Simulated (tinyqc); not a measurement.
## Surface potential of a MOS transistor: implicit equation and explicit approximations: accuracy of the approximations against gate voltage

p-type body, charge-sheet picture, depletion and inversion only, full ionisation (an idealisation for deep acceptors), Boltzmann statistics (rough once Na exp(x - xn) passes about Nc/7). In units of Vt: xg = (Vg - Vfb)/Vt, x = psi/Vt, G = gamma/sqrt(Vt), xn = (2 phiF + Vc)/Vt. The implicit equation is (xg - x)^2 = G^2 [x - 1 + exp(x - xn)] for x above about 3. Cox = eps0 eox/tox.

ni = sqrt(Nc Nv) exp(-Eg/(2 Vt)), Eg in volts; phiF = Vt ln(Na/ni); gamma = sqrt(2 q eps0 eps_r Na)/Cox; VT = Vfb + Vt (xn + G sqrt(xn - 1)). Depletion value a = 1 + [sqrt(G^2/4 + xg - 1) - G/2]^2; inversion value b = xn + ln[(xg - xn)^2/G^2 - xn + 1] and first guess y = min(a, b) - ln(1 + exp(-|a - b|)) if a > xn + 1, else b = y = a; one second-order correction with D = exp(y - xn), p = 2 (xg - y) + G^2 (1 + D), w = (xg - y)^2 - G^2 (y - 1 + D): z = y + 2 w/(p + sqrt(p^2 - 2 (2 - G^2 D) w)), or the Newton step z = y + w/p where the root is not real. N_inv = (Cox Vt G/q) [sqrt(x - 1 + exp(x - xn)) - sqrt(x - 1)] at the root. Lambert form (Cox m Vt/q) W0[(G/(2 m sqrt(xn - 1))) exp((Vg - VT)/(m Vt))], m = 1 + G/(2 sqrt(xn - 1)). Errors under 1e-4 mV, and the linear form below VT, are printed as 0.

Values chosen for this exercise; band and dielectric values close to those of silicon:
```
symbol    value   unit                                                                 meaning
T           300      K                                                             temperature
Eg          1.1     eV                                                                band gap
eps_r      11.6                                                          relative permittivity
Nc      2.76e19  cm^-3                                  conduction-band density of states at T
Nv      2.65e19  cm^-3                                     valence-band density of states at T
eox         3.9         relative permittivity of the gate insulator (close to silicon dioxide)
tox         1.8     nm                                                     insulator thickness
Na       1.3e17  cm^-3                                                        acceptor density
Vfb       -0.72      V                                                       flat-band voltage
Vc            0      V                                                    channel-body voltage
```

Constants: q = 1.602176634e-19 C, kB = 1.380649e-23 J/K, Vt = kB T/q, eps0 = 8.8541878128e-14 F/cm where lengths are in cm. Results are converted to the units shown.

Result of one run:
```
Vg (V)  psi (V)     x - xn  error of y (mV)  error of z (mV)  N_inv (cm^-2)  Cox (Vg - VT)/q (cm^-2)  Lambert form (cm^-2)
0.2     0.82232  -0.065618             1.37                0      1.7380e10                        0             1.7487e10
```

What becomes of these results when the gate-body voltage Vg is changed from 0.2 to 0 V, all else the same?

Result of the changed run:
```
Vg (V)  psi (V)   x - xn  error of y (mV)  error of z (mV)  N_inv (cm^-2)  Cox (Vg - VT)/q (cm^-2)  Lambert form (cm^-2)
0       0.63579  -7.2810          1.15e-3                0       1.4712e7                        0              1.2508e7
```

The whole series:
```
Vg (V)  psi (V)     x - xn  error of y (mV)  error of z (mV)  N_inv (cm^-2)  Cox (Vg - VT)/q (cm^-2)  Lambert form (cm^-2)
-0.2    0.44980    -14.476                0                0          13246                        0                8483.2
0       0.63579    -7.2810          1.15e-3                0       1.4712e7                        0              1.2508e7
0.2     0.82232  -0.065618             1.37                0      1.7380e10                        0             1.7487e10
0.4     0.93633     4.3442             27.3             9.04      9.6738e11                2.3906e12             1.0638e12
0.6     0.97597     5.8779             20.4             5.85      2.8609e12                4.7853e12             3.1068e12
0.8     0.99888     6.7638             15.6            -1.95      4.9663e12                7.1801e12             5.3247e12
1        1.0150     7.3874             12.7           -0.842      7.1575e12                9.5748e12             7.6026e12
1.2      1.0274     7.8679             10.8           -0.463      9.3955e12                1.1970e13             9.9103e12
1.4      1.0375     8.2584             9.42           -0.288      1.1663e13                1.4364e13             1.2236e13
```

psi rises from 0.450 to 1.04 V and ends 8.3 Vt above 2 phiF + Vc. Among the rows the first guess is off by at most 27 mV (at Vg = 0.4 V) and the corrected value by at most 9.0 mV. In the last row the linear form is 23 % above N_inv and the Lambert form 4.9 % above it; in the first row the Lambert form is 36 % below it. For Vg = 0.4, 0.6, 0.8, 1, 1.2, 1.4 the electron quasi-Fermi level lies less than 2 Vt below the band edge at the surface, or above it, where degeneracy and confinement, left out, matter.

Computed by the program tinyqc: `OMP_NUM_THREADS=1 python tinyqc.py 2122074 2122075 out.jsonl`, one thread of a shared Intel Xeon 2.30GHz, about 0.01 s for the whole run.
